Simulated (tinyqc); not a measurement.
Programming of a floating-gate cell by Fowler-Nordheim tunnelling: two steps of the calculation.

Per tunnel area the floating gate has Ctun = 3.9 eps0/tox to the channel (0 V) and Ccg to the control gate, Ct = Ctun/(1 - ag), no other coupling. With the threshold shift U = -Q/Ccg the field is F = ag (Vg - U)/tox, and dU/dt = J/Ccg. Fowler-Nordheim: J = A F^2 exp(-B/F), A = q^2/(16 pi^2 hbar mo phi) (times 1e14 for A/cm^2 with F in V/nm, emitter mass m0), B = (4/3) sqrt(mo/C) phi^1.5, C = hbar^2/(2 m0).

Values chosen for this exercise; oxide values close to those of silicon dioxide:
- phi = 3.18 eV (tunnel barrier)
- mo = 0.42 m0 (tunnelling mass)
- tox = 7.2 nm (tunnel oxide thickness)
- ag = 0.54 (coupling ratio Ccg/Ct)
- ar = 1700 nm^2 (tunnel area)
- Vt0 = -1.9 V (threshold shift at the start)
- Vg = 12.8 V (control-gate voltage)
- dt = 7.9 us (time step)
- n = 12 (steps)

Constants: q = 1.602176634e-19 C, hbar = 1.054571817e-34 J s, m0 = 9.1093837015e-31 kg, eps0 = 8.8541878128e-14 F/cm where lengths are in cm, hbar^2/(2 m0) = 0.0380998212 eV nm^2. Results are converted to the units shown.

Question 1. Constants of the cell. A, B, Ccg = ag Ct, the starting field and current, K = A B ag/(Ccg tox), and the knee time t0 = exp(B/F(0))/K.

Wanted: A; B; Ccg; F(0); J(0); K; t0; electrons for 1 V of shift.

Answer 1.

A = 1.154e8 A cm^-2 (V/nm)^-2
B = 25.10 V/nm
Ccg = 0.5630 uF/cm^2
F(0) = 1.103 V/nm
J(0) = 0.01812 A/cm^2
K = 3.860e14 1/s
t0 = 20.06 us
electrons for 1 V of shift = 59.74

Question 2. Explicit time steps against the exact solution. U(new) = U + dt J(F(U))/Ccg. Exact: exp(B/F(t)) = exp(B/F(0)) + K t, K = A B ag/(Ccg tox), and U = Vg - tox F/ag.

Wanted: t; F; J; U by steps; U exact.

Answer 2.

```
step,t (us),F (V/nm),J (A/cm^2),U by steps (V),U exact (V)
0,0,1.1025,0.018118,-1.9000,-1.9000
1,7.9000,1.0834,0.011720,-1.6458,-1.6887
2,15.800,1.0711,0.0087720,-1.4813,-1.5343
3,23.700,1.0619,0.0070322,-1.3582,-1.4132
4,31.600,1.0545,0.0058743,-1.2596,-1.3137
5,39.500,1.0483,0.0050452,-1.1771,-1.2295
6,47.400,1.0430,0.0044210,-1.1064,-1.1567
7,55.300,1.0383,0.0039337,-1.0443,-1.0925
8,63.200,1.0342,0.0035424,-0.9891,-1.0353
9,71.100,1.0305,0.0032212,-0.9394,-0.9836
10,79.000,1.0271,0.0029528,-0.8942,-0.9366
11,86.900,1.0240,0.0027252,-0.8528,-0.8935
12,94.800,1.0211,0.0025296,-0.8145,-0.8537
```

Range of the model: Programming fields of 10 MV/cm and more wear the oxide; trapping and the channel potential are ignored.

Program tinyqc, `OMP_NUM_THREADS=1 python tinyqc.py 2130151 2130152 out.jsonl`; Intel Xeon 2.30GHz, shared host, one thread, about 0.02 s.
